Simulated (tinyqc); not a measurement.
Changing the static constant of the insulator eps_0s: scattering of inversion-layer electrons by surface optical phonons of the gate insulator (remote phonon scattering). Computed by tinyqc, a small Python program. Command: `OMP_NUM_THREADS=1 python tinyqc.py 3113313 3113314 out.jsonl sophonon sweep`. One thread of a shared host (Intel(R) Xeon(R) Processor @ 2.30GHz), about 0.02 s of CPU time with the checks.

One subband with the Fang-Howard envelope; insulator and channel are half-spaces, the gate is far away, and an interlayer only moves the polar surface away by t (its own modes and its permittivity contrast are left out).

Inputs (values chosen for the exercise, modelled on AlN on silicon):
```
quantity,value,unit
intermediate constant eps_i,7.48,-
optical constant eps_inf,4.79,-
hbar omega_TO1,81.6,meV
hbar omega_TO2,89.1,meV
constant of the channel eps_s,11.7,-
in-plane mass m,0.188,m_0
valleys g_v,2,-
sheet density n,9.8e+12,1/cm^2
mean distance of the electrons z0 = 3/b,1.4,nm
interlayer thickness t,0,nm
temperature T,200,K
mobility from other processes,780,cm^2/(V s)
```

Screening by the channel electrons: none.

Constants: k_B = 8.617333262e-05 eV/K; hbar^2/(2 m_0) = 3.80998212 eV angstrom^2; e^2/(4 pi eps_0) = 14.39964548 eV angstrom; hbar = 6.582119569e-16 eV s; e = 1.602176634e-19 C; m_0 = 9.1093837015e-31 kg.

Method:
- eps(w) = eps_inf + (eps_0s - eps_i) w1^2/(w1^2 - w^2) + (eps_i - eps_inf) w2^2/(w2^2 - w^2). Surface modes solve eps(w) + eps_s = 0, a quadratic in w^2; the strength of a mode is g = 2/(w d eps/dw).
- Occupation N = 1/(exp(hbar w/(k_B T)) - 1).
- Density of states D = g_v m/(pi hbar^2); eta = E_F/(k_B T) = ln(exp(n/(D k_B T)) - 1); screening wave number q_s = e^2 D/(2 eps_0 eps_avg) x 1/(1 + exp(-eta)), eps_avg = (eps_s + eps_inf)/2; b = 3/z0.
- For a mode of strength g, without the occupation factor, Area x |M(q)|^2 = e^2 hbar w g/(2 eps_0 q) x (b/(b + q))^6 exp(-2 q t).
- Approximate momentum relaxation rate, taking tau v alike in the initial and final states: 1/tau = (m/(2 pi hbar^3)) sum over modes and over absorption (N, E' = E + hbar w) and emission (N + 1, E' = E - hbar w > 0) of [(1 - f(E'))/(1 - f(E))] int_0^(2 pi) Area |M(q)|^2 (1 - cos theta) d theta, q^2 = k^2 + k'^2 - 2 k k' cos theta, f the Fermi function; 48 midpoints in theta from 0 to pi.
- mu = (e/m) int tau E f (1 - f) dE/(k_B T int f dE), by 300 midpoints from 0 to (max(eta, 0) + 14) k_B T; Matthiessen sum with the other processes.

One run for each value:
```
static constant of the insulator eps_0s,remote-phonon mobility (cm^2/(V s)),loss of mobility (%)
7.9,4.0547e+05,0.19200
14.0,3.0511e+05,0.25499
19.0,4.2566e+05,0.18291
25.0,6.7461e+05,0.11549
34.0,1.3062e+06,0.05968
45.0,2.7894e+06,0.02796
60.0,7.0115e+06,0.01112
```

Give the missing row, static constant of the insulator eps_0s = 11.0.

Computed row:
```
static constant of the insulator eps_0s  remote-phonon mobility (cm^2/(V s))  loss of mobility (%)
11.0                                                              2.8222e+05               0.27562
```

Interpolating between the two neighbouring rows (the first column on a logarithmic scale, the others too where they are positive) misses most in remote-phonon mobility (cm^2/(V s)), by 22 %. Over the rows, remote-phonon mobility (cm^2/(V s)) goes from 405000 through a minimum among these rows, 282000 at 11.0, to 7.01e6; loss of mobility (%) goes from 0.192 through a maximum among these rows, 0.276 at 11.0, to 0.0111. The strengths add up to 1/(eps_s + eps_inf) - 1/(eps_s + eps_0s), which levels off as eps_0s grows, while the lower surface mode moves up.

Caution (all rows): a relaxation time is only an approximation for inelastic scattering, and static or no screening brackets the true dynamic screening only roughly.

Extremes, crossings and ranges named in words are read from the listed rows.
